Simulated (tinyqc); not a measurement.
One-electron ion in a basis of Gaussians, step by step. One step of it, computed by the program tinyqc.

Task: Matrices over normalised Gaussians. With p = a_i + a_j and I(k) = Gamma((k+1)/2) / (2 p^((k+1)/2)): S = I(2l+2), T = (2l+3) a_i a_j S / p, V = -Z I(2l+1), each divided by sqrt(S_ii S_jj).

exponents of r^l exp(-a r^2) (1/bohr^2): 0.453200  0.607000  0.813100  1.089000  1.459000  1.954000

Z = 5

l = 1

Give: S; T; V.

Result:

S, lower triangle:
```
,1,2,3,4,5,6
1,1.0000
2,0.9738,1.0000
3,0.9001,0.9737,1.0000
4,0.7923,0.9001,0.9738,1.0000
5,0.6671,0.7921,0.9000,0.9737,1.0000
6,0.5405,0.6671,0.7922,0.9000,0.9738,1.0000
```

T (hartree), lower triangle:
```
,1,2,3,4,5,6
1,1.1330
2,1.2633,1.5175
3,1.3096,1.6921,2.0328
4,1.2677,1.7540,2.2665,2.7225
5,1.1533,1.6978,2.3496,3.0359,3.6475
6,0.9942,1.5448,2.2744,3.1469,4.0670,4.8850
```

V (hartree), lower triangle:
```
,1,2,3,4,5,6
1,-3.5809
2,-3.7712,-4.1442
3,-3.8096,-4.3645,-4.7965
4,-3.7006,-4.4089,-5.0513,-5.5509
5,-3.4696,-4.2826,-5.1027,-5.8461,-6.4250
6,-3.1543,-4.0154,-4.9567,-5.9053,-6.7665,-7.4355
```
